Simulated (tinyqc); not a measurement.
Hole subbands of a hard-walled well, four-band Luttinger model: one step. Levels and mixing. Three cases, with inputs chosen for the exercise.

Problem. Diagonalise; give the four lowest hole energies and the weight of the heavy component (the first half of the basis) in each.

Give: levels; heavy weight.

Case 1.

H(k) (meV):
```
          h1         h2         l1         l2
h1  453.0630          0   191.3595   277.0751
h2         0   634.3034  -277.0751   191.3595
l1  191.3595  -277.0751   474.8616          0
l2  277.0751   191.3595          0  1290.0701
```

Solution.

levels (meV): 171.67  391.51  872.38  1416.74

heavy weight: 0.475  0.817  0.583  0.125

The most mixed of the four is number 1, with 47 % heavy character. Against 60 sines these levels lie 25.7, 100.3, 319.8 and 709.7 meV too high: the small basis is not converged.

Case 2.

H(k) (meV):
```
          h1        h2        h3        h4        l1        l2        l3        l4
h1  -20.3871         0         0         0    5.2802   14.5322         0    5.8129
h2         0   16.9602         0         0  -14.5322    5.2802   26.1580         0
h3         0         0   79.2055         0         0  -26.1580    5.2802   37.3686
h4         0         0         0  166.3490   -5.8129         0  -37.3686    5.2802
l1    5.2802  -14.5322         0   -5.8129   79.4211         0         0         0
l2   14.5322    5.2802  -26.1580         0         0  130.6840         0         0
l3         0   26.1580    5.2802  -37.3686         0         0  216.1222         0
l4    5.8129         0   37.3686    5.2802         0         0         0  335.7356
```

Solution.

levels (meV): -22.18  10.27  63.93  81.98

heavy weight: 0.987  0.941  0.860  0.048

The most mixed of the four is number 3, with 86 % heavy character. Against 60 sines these levels lie 0.0, 0.3, 0.4 and 0.1 meV too high.

Case 3.

H(k) (meV):
```
         h1        h2        l1        l2
h1   5.5259         0   12.2057   51.1724
h2        0  112.9276  -51.1724   12.2057
l1  12.2057  -51.1724  207.9674         0
l2  51.1724   12.2057         0  622.6572
```

Solution.

levels (meV): 0.56  90.54  230.82  627.16

heavy weight: 0.989  0.843  0.160  0.007

The most mixed of the four is number 3, with 16 % heavy character. Against 60 sines these levels lie 0.4, 6.3, 3.3 and 367.6 meV too high: the small basis is not converged.

Computed by tinyqc, one run a case: `OMP_NUM_THREADS=1 python tinyqc.py N N+1 out.jsonl` with N = 1281307, 1281868, 1281897; one thread of a shared Intel(R) Xeon(R) Processor @ 2.30GHz, about 0.1 s a run at most.
